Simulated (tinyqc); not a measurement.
Inside a calculation. Method: MP2 on RHF in the sto-3g basis, for H3+, spin multiplicity 1. Computed by tinyqc, a small Python program that keeps every step (integrals from PySCF). Settings: charge = 1, multiplicity = 1, basis = sto-3g, method = RHF, energy threshold = 1e-10, iteration cap = 57, orthogonalisation = symmetric, start = Wolfsberg-Helmholz matrix, DIIS depth = 6. Command: `OMP_NUM_THREADS=1 python tinyqc.py 21891 21892 out.jsonl` (the two numbers bound the seeds that draw the settings). One thread of a shared host (Intel(R) Xeon(R) Processor @ 2.60GHz), about 0.06 s of CPU time with the checks. The early iterations of the SCF are left out here.

## One-electron integrals

Geometry (angstrom):
```
atom         x         y         z
H     0.000000  0.000000  0.000000
H     0.000000  0.000000  1.031000
H     0.000000  0.893000  0.516000
```

Basis sto-3g: exponents (1/bohr^2) and contraction coefficients of normalised primitives:
```
element  l (shell)  exponent  coefficient
H            s (1)  3.425251     0.154329
H            s (1)  0.623914     0.535328
H            s (1)  0.168855     0.444635
```

Overlap, kinetic and nuclear-attraction integrals over the contracted functions; the nuclear repulsion is the sum of Za Zb / Rab.

nuclear repulsion = 1.53968767 hartree

overlap S, order 1H 1s, 2H 1s, 3H 1s:
$$\begin{pmatrix}
1.000000 & 0.478408 & 0.478200 \\
0.478408 & 1.000000 & 0.478488 \\
0.478200 & 0.478488 & 1.000000
\end{pmatrix}$$

kinetic energy T (hartree), order 1H 1s, 2H 1s, 3H 1s:
$$\begin{pmatrix}
0.760032 & 0.100211 & 0.100087 \\
0.100211 & 0.760032 & 0.100259 \\
0.100087 & 0.100259 & 0.760032
\end{pmatrix}$$

nuclear attraction V (hartree), order 1H 1s, 2H 1s, 3H 1s:
$$\begin{pmatrix}
-2.225063 & -1.011901 & -1.011392 \\
-1.011901 & -2.225277 & -1.012097 \\
-1.011392 & -1.012097 & -2.225123
\end{pmatrix}$$

core Hamiltonian H = T + V (hartree), order 1H 1s, 2H 1s, 3H 1s:
$$\begin{pmatrix}
-1.465031 & -0.911689 & -0.911305 \\
-0.911689 & -1.465246 & -0.911838 \\
-0.911305 & -0.911838 & -1.465091
\end{pmatrix}$$

## Two-electron integrals

Functions are numbered as in S; the eight-fold symmetry (ij|kl) = (ji|kl) = (kl|ij) leaves the list below.

Two-electron integrals (ij|kl) in chemists' order, unique and non-zero (hartree):
```
(11|11) 0.774606   (21|11) 0.295218   (21|21) 0.145437   (22|11) 0.468060
(22|21) 0.295218   (22|22) 0.774606   (31|11) 0.295056   (31|21) 0.130504
(31|22) 0.234947   (31|31) 0.145297   (32|11) 0.235036   (32|21) 0.130577
(32|22) 0.295280   (32|31) 0.130524   (32|32) 0.145491   (33|11) 0.467945
(33|21) 0.235011   (33|22) 0.468105   (33|31) 0.295056   (33|32) 0.295280
(33|33) 0.774606
```

## Orthogonalisation

S = U s U^T; symmetric (Loewdin) form X = U s^(-1/2) U^T, so that X^T S X = 1.

eigenvalues of S: [0.521463, 0.521807, 1.956730]

X, order 1H 1s, 2H 1s, 3H 1s:
$$\begin{pmatrix}
1.161274 & -0.223275 & -0.223059 \\
-0.223275 & 1.161439 & -0.223359 \\
-0.223059 & -0.223359 & 1.161320
\end{pmatrix}$$

## Starting guess

The start is the generalised Wolfsberg-Helmholz matrix (K = 1.75) built on H; D = 2 C_occ C_occ^T.

D at the start, order 1H 1s, 2H 1s, 3H 1s:
$$\begin{pmatrix}
0.340536 & 0.340734 & 0.340591 \\
0.340734 & 0.340931 & 0.340788 \\
0.340591 & 0.340788 & 0.340646
\end{pmatrix}$$

## Iteration 3 (converged): orbitals

converged F (hartree), order 1H 1s, 2H 1s, 3H 1s:
$$\begin{pmatrix}
-0.746897 & -0.705320 & -0.705099 \\
-0.705320 & -0.747107 & -0.705405 \\
-0.705099 & -0.705405 & -0.746955
\end{pmatrix}$$

Diagonalise F' = X^T F X, C = X C', fill 1 alpha and 1 beta electrons from the bottom; D = 2 C_occ C_occ^T. Each column has its largest component positive (the first on a tie).

F' = X^T F X (hartree):
$$\begin{pmatrix}
-0.420863 & -0.340935 & -0.340699 \\
-0.340935 & -0.420833 & -0.341025 \\
-0.340699 & -0.341025 & -0.420854
\end{pmatrix}$$

orbital energies (hartree): MO1 -1.102623, MO2 -0.080167, MO3 -0.079760

coefficients C, order 1H 1s, 2H 1s, 3H 1s:
$$\begin{pmatrix}
0.412672 & 1.046741 & -0.426848 \\
0.412826 & -0.153847 & 1.120084 \\
0.412715 & -0.892794 & -0.693465
\end{pmatrix}$$

D after iteration 3, order 1H 1s, 2H 1s, 3H 1s:
$$\begin{pmatrix}
0.340596 & 0.340723 & 0.340632 \\
0.340723 & 0.340850 & 0.340759 \\
0.340632 & 0.340759 & 0.340667
\end{pmatrix}$$

## Convergence

Stop when the energy changes by less than 1e-10 hartree and every element of the error matrix X^T (F D S - S D F) X is below 3e-06.

Course of the cycle:
```
iteration  E (hartree)     change  largest element of the error matrix
1          -1.24346543          -                             6.33e-05
2          -1.24346544  -3.53e-09                             8.04e-06
3          -1.24346544  -5.79e-11                             3.53e-11
```

PySCF RHF in the same basis = -1.24346544 hartree

Converged in 3 iterations.

## Populations, bond orders and dipole

Mulliken: Z minus the diagonal of D S on the atom; Loewdin: the same with S^(1/2) D S^(1/2); Mayer order: 2 sum_s sum (D(s) S)_ij (D(s) S)_ji over the two atoms.

Charges (e):
```
atom  Mulliken   Loewdin
1H    0.333509  0.333498
2H    0.333096  0.333112
3H    0.333394  0.333390
```

Mayer bond orders:
```
pair     order
2-1   0.444485
3-1   0.444286
3-2   0.444562
```

dipole moment about the origin, x y z (debye): [0.000000, 1.430016, 2.475830]

## Integrals over molecular orbitals

(pq|rs) = sum C_ip C_jq C_kr C_ls (ij|kl), one index at a time.

one-electron integrals over orbitals h = C^T H C (hartree):
$$\begin{pmatrix}
-1.680530 & 0.000024 & -0.000054 \\
0.000024 & -1.061245 & 0.000000 \\
-0.000054 & 0.000000 & -1.060973
\end{pmatrix}$$

Two-electron integrals over orbitals (pq|rs), unique and non-zero (hartree):
```
(11|11) 0.577907    (21|11) -0.000024   (21|21) 0.144284    (22|11) 0.562681
(22|21) 0.038596    (22|22) 0.648103    (31|11) 0.000054    (31|22) -0.088841
(31|31) 0.144287    (32|11) 6.60e-09    (32|21) -0.088889   (32|22) -0.000024
(32|31) -0.038586   (32|32) 0.076780    (33|11) 0.562750    (33|21) -0.038607
(33|22) 0.494647    (33|31) 0.088867    (33|32) 0.000024    (33|33) 0.648131
```

## Second-order Moller-Plesset energy

Hartree-Fock energy = -1.24346544 hartree

E2 = sum_ijab (ia|jb) [2 (ia|jb) - (ib|ja)] / (e_i + e_j - e_a - e_b) over occupied i, j and virtual a, b; the opposite-spin part is (ia|jb)^2 / denominator, the rest is same-spin, and SCS-MP2 scales them by 6/5 and 1/3.

Terms:
```
i  j  a  b   (ia|jb)   (ib|ja)  denominator       term
1  1  2  2  0.144284  0.144284    -2.044912  -0.010180
1  1  3  3  0.144287  0.144287    -2.045725  -0.010177
```

Pair energies (hartree; pair i-j sums ij and ji):
```
pair  opposite spin  same spin
1-1       -0.020357   0.000000
```

MP2 correlation energy = -0.02035703 hartree

SCS-MP2 correlation energy = -0.02442843 hartree

MP2 total energy = -1.26382246 hartree
